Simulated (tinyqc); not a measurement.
What moves the tail: Franz-Keldysh effect at a direct gap.

Parabolic bands, vertical transitions, no excitons. For each hole band j: mr = me mj/(me + mj); joint density of states J_j(E) = (mr/c)^(3/2) sqrt(E - Eg)/(2 pi^2), both spins, c = hbar^2/2m0; averaged matrix element |e.p|^2 = m0 Ep/6; alpha_j(E) = 4 pi^2 alpha_f c Ep J_j/(3 nr E) in 1/angstrom (alpha_f the fine-structure constant, listed as alpha among the constants), times 1e8 for 1/cm.

In a field Fd (1 kV/cm = 1e-5 V/angstrom) the electro-optic energy of band j is th = (c (e Fd)^2/mr)^(1/3), and sqrt(E - Eg) in J_j is replaced by pi sqrt(th) [Ai'(b)^2 - b Ai(b)^2] with b = (Eg - E)/th; Ai is the Airy function.

Constants: hbar^2/2m0 = 3.80998211 eV angstrom^2; fine-structure constant alpha = 0.007297352564.

Parameters, chosen for this exercise (near those of InGaAs; the results hold for these values, not for the real material): Eg = 0.772 eV (direct gap); me = 0.0413 m0 (electron mass); mhh = 0.464 m0 (heavy-hole mass); mlh = 0.0524 m0 (light-hole mass); Ep = 23.6 eV (Kane energy); nr = 3.51 (refractive index); Fd = 230 kV/cm (uniform field); det = 40 meV (detuning below the gap).

At E = Eg - det.

One parameter was then changed.

Results before and after:

| case | th heavy (meV) | alpha (1/cm) |
|---|---|---|
| base | 81.000 | 586.2 |
| changed | 81.000 | 611.9 |

Which of these changes was made? (a) Ep = 26 eV; (b) me = 0.0475 m0; (c) det = 50 meV; (d) mlh = 0.0681 m0; (e) Fd = 299 kV/cm; (f) nr = 3.69.

Answer: (d) mlh = 0.0681 m0. Of the candidates, run in turn, only this one gives the changed row.

All candidates:

| case | th heavy (meV) | alpha (1/cm) |
|---|---|---|
| base | 81.000 | 586.2 |
| Fd = 299 kV/cm | 96.483 | 754.6 |
| det = 50 meV | 81.000 | 456.0 |
| me = 0.0475 m0 | 77.625 | 651.2 |
| mlh = 0.0681 m0 | 81.000 | 611.9 |
| Ep = 26 eV | 81.000 | 645.8 |
| nr = 3.69 | 81.000 | 557.6 |

Program tinyqc; command `OMP_NUM_THREADS=1 python tinyqc.py 1652308 1652309 out.jsonl`; about 0.01 s on one thread of a shared Intel(R) Xeon(R) Processor @ 2.30GHz.
